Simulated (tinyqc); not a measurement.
# Double-gate transistor, scale length and short-channel effects: what changes with what

A body of thickness ts between two insulators of thickness ti and two tied gates. Below threshold the potential that source and drain add obeys Laplace's equation and vanishes on the gate. Its lowest mode decays along the channel as exp(-k y); k is the smallest positive root of the matching condition at the interface, and the scale length is Lambda = pi/k.

Inputs (values chosen for the exercise); permittivities: semiconductor close to that of silicon, insulator close to that of silicon nitride:
```
symbol  value  unit                                     meaning
T         293     K                                 temperature
eps_r    11.6        relative permittivity of the semiconductor
ei        7.4            relative permittivity of the insulator
ti        3.3    nm                         insulator thickness
ts        4.6    nm                              body thickness
L          41    nm                              channel length
Vbi      1.02     V                     potential of the source
sT       0.59     V   potential of the barrier top at threshold
Vds       0.7     V                               drain voltage
```

Constants: q = 1.602176634e-19 C, kB = 1.380649e-23 J/K, Vt = kB T/q. Results are converted to the units shown.

Each table varies one quantity; the others keep the values above.

## A higher permittivity at fixed equivalent oxide thickness

k is the smallest positive root of f(k) = ei cos(k ti) cos(k ts/2) - eps_r sin(k ti) sin(k ts/2). Along the channel psi(y) = s + a exp(y/l) + b exp(-y/l) with psi(0) = Vbi, psi(L) = Vbi + Vds and l = 1/k = Lambda/pi; with A = Vbi - s, B = A + Vds, x = exp(-L/l): a = (B - A x) x/(1 - x^2), b = (A - B x)/(1 - x^2). The minimum is s + 2 sqrt(a b), at y = (l/2) ln(b/a). The long-channel potential follows the gate as s = sT + (Vg - VTL)/m, and the threshold VT is the gate voltage at which the minimum equals sT. Swing = m Vt ln 10/g at threshold, g = d(minimum)/ds = 1 - (b x + a)/((1 + x) sqrt(a b)). DIBL = [VT(0.05 V) - VT(Vds)]/(Vds - 0.05 V). sT and Vbi are held fixed; m = 1. The equivalent oxide thickness 3.9 ti/ei is held at 1.7 nm, so ti = 1.7 ei/3.9 nm.

A higher permittivity at fixed equivalent oxide thickness:
```
ei   ti (nm)  Lambda (nm)  L/Lambda  DIBL (mV/V)  swing (mV/decade)
3.9   1.7000       11.876    3.4522       3.3369             58.716
5     2.1795       12.110    3.3858       3.7089             58.781
7.5   3.2692       12.859    3.1883       5.0816             59.017
10    4.3590       13.904    2.9487       7.4646             59.427
15    6.5385       16.724    2.4516       16.806             61.012
20    8.7179       20.181    2.0316       34.267             63.910
25    10.897       23.981    1.7097       61.030             68.225
35    15.256       32.061    1.2788       143.11             80.904
```

What does the table show?

As ei goes from 3.9 to 35, Lambda rises from 11.9 to 32.1 nm, DIBL rises from 3.34 to 143 mV/V and the swing rises from 58.7 to 80.9 mV a decade. The ratio ei/ti is the same in every row, yet the insulator grows from 1.70 to 15.3 nm, and drain fields reach the channel sideways through it. At ei = 35 L is under 1.5 Lambda, where higher modes, left out of the one-mode potential, count.

## Effect of the insulator thickness

Same model as above.

Results:
```
ti (nm)  Lambda (nm)  L/Lambda  VT - VTL at Vds (mV)  DIBL (mV/V)  swing (mV/decade)
1.1           7.7742    5.2739              -0.35219      0.18871             58.170
1.9           9.7755    4.1942               -1.9250       1.0320             58.317
2.4           10.954    3.7430               -3.9225       2.1041             58.503
3.1           12.544    3.2686               -8.3227       4.4704             58.912
4.1           14.737    2.7822               -18.142       9.7723             59.821
5.3           17.294    2.3708               -35.527       19.226             61.419
```

Estimate the missing row, ti = 1.4 nm.

Computed row:
```
ti (nm)  Lambda (nm)  L/Lambda  VT - VTL at Vds (mV)  DIBL (mV/V)  swing (mV/decade)
1.4           8.5459    4.7976              -0.74460      0.39903             58.207
```

With this row back in the table: As ti goes from 1.1 to 5.3 nm, Lambda rises from 7.77 to 17.3 nm, DIBL rises from 0.189 to 19.2 mV/V and the swing rises from 58.2 to 61.4 mV a decade. On average Lambda goes as ti^(0.51).

## Effect of the relative permittivity of the insulator

Same model as above.

Result of one run:
```
ei  Lambda (nm)  L/Lambda  VT - VTL at Vds (mV)  DIBL (mV/V)  swing (mV/decade)
40        8.345     4.913               -0.6211       0.3328              58.20
```

What becomes of these results when the relative permittivity of the insulator ei is changed from 40 to 5.7, all else the same?

Result of the changed run:
```
ei   Lambda (nm)  L/Lambda  VT - VTL at Vds (mV)  DIBL (mV/V)  swing (mV/decade)
5.7        14.29     2.870                -15.75        8.476              59.60
```

The whole series:
```
ei   Lambda (nm)  L/Lambda  VT - VTL at Vds (mV)  DIBL (mV/V)  swing (mV/decade)
3.9        16.58     2.473                -30.02        16.22              60.91
5.7        14.29     2.870                -15.75        8.476              59.60
8.5        12.38     3.311                -7.773        4.175              58.86
12         11.09     3.699                -4.208        2.257              58.53
18         9.897     4.143                -2.087        1.119              58.33
27         8.999     4.556                -1.088       0.5834              58.24
40         8.345     4.913               -0.6211       0.3328              58.20
```

As ei goes from 3.9 to 40, Lambda falls from 16.6 to 8.35 nm, DIBL falls from 16.2 to 0.333 mV/V and the swing falls from 60.9 to 58.2 mV a decade. On average Lambda goes as ei^(-0.29).

Program tinyqc, `OMP_NUM_THREADS=1 python tinyqc.py 2420132 2420133 out.jsonl`; Intel Xeon 2.30GHz, shared host, one thread, about 0.01 s.
